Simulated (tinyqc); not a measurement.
Input admittance of a MOSFET at zero drain bias: distributed channel and distributed gate: one step of the calculation.

Source and drain grounded, strong inversion, w = 2 pi f, Cox = eps0 eox/tox. The channel is an RC line of resistance 1/(mu Cox Vo) per square fed from both ends, so one finger has the intrinsic admittance y = i w Cox L tanh(g)/g per width, g = (1/2) sqrt(i w tau), tau = L^2/(mu Vo). The vertical resistance rv/L is in series with y, the overlaps 2 i w Cov in parallel: y_t = 1/(1/y + rv/L) + 2 i w Cov. The gate strip is a line of Rsh/L per length loaded by y_t, so a finger has Y = y_t Wf tanh(k)/k, k = (Wf/sd) sqrt(y_t Rsh/L); the device has Nf Y.

Question. Admittance of the channel and stack per width. tau, g, c = Cox L, y and y_t as defined.

Inputs (values chosen for the exercise); values of the order met in silicon radio-frequency transistors: relative permittivity of the gate insulator (close to silicon dioxide) eox = 3.9; insulator thickness tox = 1.7 nm; channel length L = 0.051 um; channel mobility mu = 240 cm^2/(V s); gate overdrive Vo = 0.32 V; vertical resistivity of the gate stack rv = 0 ohm um^2; overlap and fringe capacitance on each side Cov = 0.26 fF/um; frequency f = 37 GHz.

Constants: eps0 = 8.8541878128e-14 F/cm where lengths are in cm. Results are converted to the units shown.

Wanted: tau; g; c; y; y_t.

Answer.

tau = 0.33867 ps
g = 0.099205+0.099205i
c = 1.0359 fF/um
y = 1.58+240.82i uS/um
y_t = 1.58+361.71i uS/um

w tau = 0.0787, and Im y is 1.00 of w c.

Computed by the program tinyqc: `OMP_NUM_THREADS=1 python tinyqc.py 2262237 2262238 out.jsonl`, one thread of a shared Intel Xeon 2.30GHz, about 0.01 s for the whole run.
